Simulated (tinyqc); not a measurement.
Comparisons within one model: exciton in an atomically thin sheet (Rytova-Keldysh potential). A value that a table varies takes the place of the one given here.

Relative motion in the plane with V(k) = -2 pi q/(k (kap + r0 k)), q = e^2/(4 pi eps0), c = hbar^2/2m0. Normalised Gaussians exp(-a_i r^2): with A = a_i + a_j, S_ij = 2 sqrt(a_i a_j)/A, T_ij = (4c/mu)(a_i a_j/A) S_ij, V_ij = -q S_ij times the integral over k from 0 to infinity of exp(-k^2/4A)/(kap + r0 k).

Converged values use 20 Gaussians with exponents 2^i/b^2, i = -11 to 8, b the larger of a0 kap/(2 mu) and sqrt(a0 r0/mu), a0 = 0.5291772 angstrom; p states use r exp(i theta) exp(-a r^2).

Constants: hbar^2/2m0 = 3.80998211 eV angstrom^2; e^2/(4 pi eps0) = 14.39964547 eV angstrom; Ry = 13.60569312 eV.

Parameters, chosen for this exercise (near those of a MoS2 monolayer; not measured data): r0 = 42.7 angstrom (screening length of the sheet); kaps = (1, 1.5, 2.45, 3.5, 4.5, 7, 12) (surroundings); me = 0.467 m0 (electron mass); mh = 0.576 m0 (hole mass); kap = 6.2 (mean dielectric constant of the surroundings); Eg = 2.129 eV (gap, in these surroundings).

## Dielectric surroundings

mu = 0.257902 m0

Converged 1s and 2s bindings; the hydrogen value is 4 Ry mu/kap^2.

Bindings (meV):
```
kap      1s     2s  2s line - 1s line  hydrogen 1s  1s/2s
1.00  547.6  257.2              290.4        14036   2.13
1.50  435.9  178.0              257.8         6238   2.45
2.45  313.5  104.0              209.5         2338   3.01
3.50  235.8   65.6              170.2         1146   3.59
4.50  187.8   45.9              141.9          693   4.09
7.00  118.1   23.0               95.1          286   5.14
12.0   59.4    9.1               50.3           97   6.52
```

The 1s binding falls by a factor 9.2 where the hydrogen model gives 144; the local exponent d ln E/d ln kap moves from -0.56 to -1.28, towards -2. The ratio 1s/2s climbs from 2.1 to 6.5, towards the hydrogen value 9, as r0/kap shrinks from 42.7 to 3.6 angstrom.

## What each parameter does

1/mu = 1/me + 1/mh; converged values. Eg is held fixed when kap or r0 changes: the shrinking of the gap by stronger screening, which offsets most of the shift of the 1s line, is left out. Each row changes one parameter from the base and keeps the others.

Results:
```
case                1s binding (meV)  2s - 1s (meV)  2s - 2p (meV)  1s line (eV)
base                           135.3          107.3            7.6         1.994
me = 0.56 m0                   142.5          112.3            8.4         1.986
mh = 0.461 m0                  127.6          101.9            6.8         2.001
kap = 8.06                     100.0           81.8            4.2         2.029
r0 = 51.2 angstrom             124.4           97.4            7.6         2.005
Eg = 2.24 eV                   135.3          107.3            7.6         2.105
```

The largest shifts from the base row, up to three for each result and ties (the steps differ in size, so this ranks the rows, not the parameters). 1s binding (meV): kap -35.3, r0 -10.9, mh -7.7; unchanged at the printed digits by Eg. 2s - 1s (meV): kap -25.5, r0 -9.9, mh -5.4; unchanged at the printed digits by Eg. 2s - 2p (meV): kap -3.4, mh -0.8, me +0.8; unchanged at the printed digits by r0 and Eg. 1s line (eV): Eg +0.111, kap +0.035, r0 +0.011.

(tinyqc, `OMP_NUM_THREADS=1 python tinyqc.py 1251845 1251846 out.jsonl`, Intel(R) Xeon(R) Processor @ 2.30GHz, 1 thread, shared host, about 0.01 s.)
